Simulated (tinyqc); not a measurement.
Static screening by free carriers: one step. Screening at finite temperature. Three cases, with inputs chosen for the exercise.

Question. Solve for eta and form qs.

kF = (3 pi^2 n/Mv)^(1/3), EF = c kF^2/m with c = hbar^2/2m0, n in 1/angstrom^3 (1e-24 per 1/cm^3), e2 = e^2/(4 pi eps0). Thomas-Fermi: qTF^2 = 6 pi e2 n/(eps EF). Debye: qD^2 = 4 pi e2 n/(eps kB T).

F_j(eta) = (1/Gamma(j + 1)) integral_0^infinity x^j dx/(1 + exp(x - eta)), which tends to exp(eta) for eta << 0.

At finite T: qs^2 = qD^2 F_-1/2(eta)/F_1/2(eta), where n = Mv N F_1/2(eta) and N = 2 (m kB T/(4 pi c))^(3/2) with c = hbar^2/2m0, in 1/angstrom^3; times 1e24 for 1/cm^3.

Constants: hbar^2/2m0 = 3.80998211 eV angstrom^2; e^2/(4 pi eps0) = 14.39964547 eV angstrom; kB = 8.617333262e-05 eV/K.

Give: n/(Mv N); eta; qs; screening length 1/qs.

Case 1.

Values chosen (near those of Si; shifted at random, so the results belong to these values and not to a real crystal): n = 2.7e+20 1/cm^3 (carrier density); m = 0.3179 m0 (mass of one isotropic valley); Mv = 6 (valleys); eps = 11.7 (background dielectric constant); T = 300 K.

Answer.

n/(Mv N) = 10.00
eta = 5.458
qs = 0.2046 1/angstrom
screening length 1/qs = 4.888 angstrom

qs is 0.509 of the Debye value and 0.985 of the Thomas-Fermi value.

Case 2.

Values chosen (near those of GaAs; shifted at random, so the results belong to these values and not to a real crystal): n = 1.8e+17 1/cm^3 (carrier density); m = 0.0688 m0 (mass of one isotropic valley); Mv = 1 (valleys); eps = 12.2 (background dielectric constant); T = 200 K.

Answer.

n/(Mv N) = 0.7302
eta = -0.059
qs = 0.01112 1/angstrom
screening length 1/qs = 89.94 angstrom

qs is 0.893 of the Debye value and 0.722 of the Thomas-Fermi value.

Case 3.

Values chosen (near those of Ge; shifted at random, so the results belong to these values and not to a real crystal): n = 8.4e+19 1/cm^3 (carrier density); m = 0.2225 m0 (mass of one isotropic valley); Mv = 4 (valleys); eps = 15.8 (background dielectric constant); T = 300 K.

Answer.

n/(Mv N) = 7.974
eta = 4.641
qs = 0.1053 1/angstrom
screening length 1/qs = 9.500 angstrom

qs is 0.546 of the Debye value and 0.979 of the Thomas-Fermi value.

Computed by tinyqc, one run a case: `OMP_NUM_THREADS=1 python tinyqc.py N N+1 out.jsonl` with N = 1652210, 1652317, 1652444; one thread of a shared Intel(R) Xeon(R) Processor @ 2.30GHz, about 0.01 s a run at most.
